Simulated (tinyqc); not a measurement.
Admittance spectroscopy and thermally stimulated current of one trap level in a depletion layer. Changing the heating rate beta. Computed by tinyqc, a small Python program. Command: `OMP_NUM_THREADS=1 python tinyqc.py 3110464 3110465 out.jsonl admit sweep`. One thread of a shared host (Intel(R) Xeon(R) Processor @ 2.30GHz), about 0.01 s of CPU time with the checks.

A Schottky junction on n-type material holds one donor-like electron trap; shallow donors are fully ionised and abrupt depletion edges are assumed.

Inputs (values chosen for the exercise, modelled on n-type silicon): density-of-states mass m = 1.06 m_0; trap depth E_t below the band = 0.202 eV; capture cross section sigma = 6.7e-14 cm^2.

Constants: k_B = 1.380649e-23 J/K; m_0 = 9.1093837015e-31 kg; h = 6.62607015e-34 J s; k_B = 8.617333262e-05 eV/K.

Method:
- N_c = 2 (2 pi m k_B T/h^2)^(3/2), v_th = sqrt(3 k_B T/m), emission rate e_n = sigma v_th N_c exp(-E_t/(k_B T)).
- Thermally stimulated current without retrapping: filled share n(T) = exp(-(1/beta) int e_n dT), current proportional to e_n n; the peak obeys beta (E_t/(k_B T^2) + 2/T) = e_n(T). The integral starts at 0.5 T_m and uses 4000 trapezoid steps to 1.2 T_m.
- Chen's first-order estimate from the full width W = T_2 - T_1 between the half-height points: E = 2.52 k_B T_m^2/W - 2 k_B T_m.

One run for each value:

| heating rate beta (K/s) | peak temperature T_m (K) | E_t/(k_B T_m) | symmetry factor (T_2 - T_m)/(T_2 - T_1) | depth by Chen's formula (eV) |
|---|---|---|---|---|
| 0.01 | 70.845 | 33.088 | 0.41585 | 0.21675 |
| 0.027 | 72.795 | 32.202 | 0.41617 | 0.21698 |
| 0.072 | 74.822 | 31.329 | 0.41650 | 0.21721 |
| 0.19 | 76.936 | 30.468 | 0.41684 | 0.21746 |
| 0.52 | 79.251 | 29.578 | 0.41721 | 0.21773 |
| 1.4 | 81.660 | 28.706 | 0.41759 | 0.21800 |
| 3.7 | 84.161 | 27.853 | 0.41799 | 0.21829 |
| 10 | 86.873 | 26.983 | 0.41841 | 0.21860 |

What does the table show, and why?

Over the rows, peak temperature T_m (K) rises from 70.8 to 86.9 (exponent d ln y / d ln x 0.027 between the first rows and 0.032 between the last); E_t/(k_B T_m) falls from 33.1 to 27.0 (exponent d ln y / d ln x -0.027 between the first rows and -0.032 between the last); symmetry factor (T_2 - T_m)/(T_2 - T_1) rises from 0.4159 to 0.4184 (exponent d ln y / d ln x 7.7e-4 between the first rows and 0.0010 between the last). A line of ln(T_m^4/beta) against 1/(k_B T_m) has the slope 0.202 eV, against E_t = 0.202 eV.

Extremes, crossings and ranges named in words are read from the listed rows.
